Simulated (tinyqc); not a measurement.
# A chain with two barriers and dephasing by Buettiker voltage probes: resistance against length

Sites 1 to 5 form a chain with hopping -t. Lead L joins site 1 and lead R site 5, both semi-infinite chains with hopping -t and site energy 0. Every site carries a probe with self-energy -i Gamma_p/2 that draws no net current. Linear response at zero temperature: mu_L = 1, mu_R = 0 in units of the bias.

Sigma = t^2 g(E), g(x) = (x - i sqrt(4 t^2 - x^2))/(2 t^2) for |x| < 2 t and (x - sign(x) sqrt(x^2 - 4 t^2))/(2 t^2) otherwise; Gamma = -2 Im Sigma; G = (E - H - Sigma_L - Sigma_R + i Gamma_p/2)^(-1). With Gamma the broadening by one lead, T_RL = Gamma^2 |G_(last,1)|^2, T_pL = Gamma Gamma_p |G_(p,1)|^2, T_pR = Gamma Gamma_p |G_(p,last)|^2, T_pq = Gamma_p^2 |G_(p,q)|^2 for p != q. No current into probe p: W mu = T_pL with W_pp = T_pL + T_pR + sum_q T_pq and W_pq = -T_pq. Then T_eff = T_RL + sum_p T_pR mu_p, and the resistance is (h/2q^2)/T_eff. Without probes means Gamma_p = 0. The list U is repeated k times, each site with its probe.

Values chosen for this exercise:
- t = 1 eV (hopping (matrix element -t))
- U = [3.9, 0, 0, 0, 1.8] eV (site energies 1 to N)
- E = 1.01 eV (Fermi energy)
- gp = 0.24 eV (probe broadening Gamma_p)

Constants: q = 1.602176634e-19 C, h = 6.62607015e-34 J s. Results are converted to the units shown.

Result of one run:
```
sites,T without probes,T_eff,resistance (kohm)
60,0.1607,0.06762,190.9
```

Which number of repeats k gave this result: 1, 2, 3, 6 or 12?

k = 12.

The whole series:
```
k,sites,T without probes,T_eff,resistance (kohm)
1,5,0.1350,0.1674,77.08
2,10,0.8187,0.2049,62.99
3,15,0.1434,0.1601,80.61
4,20,0.5389,0.1408,91.65
6,30,0.3552,0.1107,116.6
8,40,0.2520,0.09129,141.4
12,60,0.1607,0.06762,190.9
16,80,0.1348,0.05370,240.3
```

The resistance goes from 77.1 through a minimum of 63.0 (at k = 2 among the rows listed) to 240 kohm, by 2.47 kohm a site between k = 8 and 12 and 2.47 between 12 and 16: Ohm's law, R = R0 + rho N with the extrapolated intercept R0 = 42.4 kohm (h/2q^2 = 12.91 kohm). The intercept differs from h/2q^2, since the ends of the chain scatter differently from its bulk, so no mean free path is read from it.

tinyqc, about 0.01 s, one thread, Intel Xeon 2.30GHz (shared host): `OMP_NUM_THREADS=1 python tinyqc.py 2700046 2700047 out.jsonl`
